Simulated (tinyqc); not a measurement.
One mass for the acceptor? Model: shallow acceptor in the spherical model (Baldereschi-Lipari), strong spin-orbit limit. Computed by tinyqc, a small Python program. Command: `OMP_NUM_THREADS=1 python tinyqc.py 3003262 3003263 out.jsonl acceptor walk`. One thread of a shared host (Intel(R) Xeon(R) Processor @ 2.30GHz), about 0.01 s of CPU time with the checks.

The 1S(3/2) state has an s envelope f(r) and a d envelope g(r). In effective units they obey -(f'' + 2f'/r + 2f/r) + mu (g'' + 5g'/r + 3g/r^2) = E f and -(g'' + 2g'/r - 6g/r^2 + 2g/r) + mu (f'' - f'/r) = E g. The cubic term, the split-off band and the central cell are left out.

Inputs (values chosen for the exercise, modelled on CdTe):
```
quantity,value,unit
Luttinger gamma_1,4.12,-
Luttinger gamma_2,1.13,-
Luttinger gamma_3,1.65,-
dielectric constant eps,10.1,-
```

Constants: Ry = 13.605693123 eV; a_0 = 0.529177210903 angstrom.

Method:
- Ry* = Ry/(gamma_1 eps^2), a* = a_0 eps gamma_1, mu = (6 gamma_3 + 4 gamma_2)/(5 gamma_1), delta = (gamma_3 - gamma_2)/gamma_1; spherical masses 1/(gamma_1 (1 - mu)) (heavy) and 1/(gamma_1 (1 + mu)) (light).
- Basis: f_i = exp(-zeta_i r), g_i = r exp(-zeta_i r), weight r^2 dr, s = zeta_i + zeta_j. S_ff = 2/s^3, H_ff = zeta_i zeta_j S_ff - 2/s^2; S_gg = 24/s^5, H_gg = 8/s^3 + 24 zeta_i zeta_j/s^5 - 12/s^4; H(f_i, g_j) = mu (6 zeta_i^2/s^4 + 2 zeta_i/s^3); S_fg = 0. Each function is normalised by sqrt(S_ii).
- Large basis: zeta_i = 0.08 x 1.55^(i-1), i = 1..20 in each channel; overlap eigenvalues below 1e-11 are dropped.
- Binding energies are -E Ry*; the mass that fits is E(1S) eps^2/Ry.
- Hydrogenic binding Ry m/eps^2; the density-of-states mass is (m_H^(3/2) + m_L^(3/2))^(2/3); errors are against the large basis.

light-hole mass = 0.142776 m_0

heavy-hole mass = 0.809061 m_0

1S(3/2) binding energy = 60.1151 meV

1S binding energy:
```
mass,value (m_0),binding (meV),error (%)
light hole,0.14278,19.04,-68.323
1/gamma_1,0.24272,32.37,-46.149
mean of heavy and light,0.47592,63.48,5.591
heavy hole,0.80906,107.91,79.505
density of states,0.84857,113.18,88.270
```

The coupled result, 60.12 meV, lies between the 1/gamma_1 value (no coupling) and the heavy-hole value; the closest single rule here is "mean of heavy and light", off by +5.6 %.
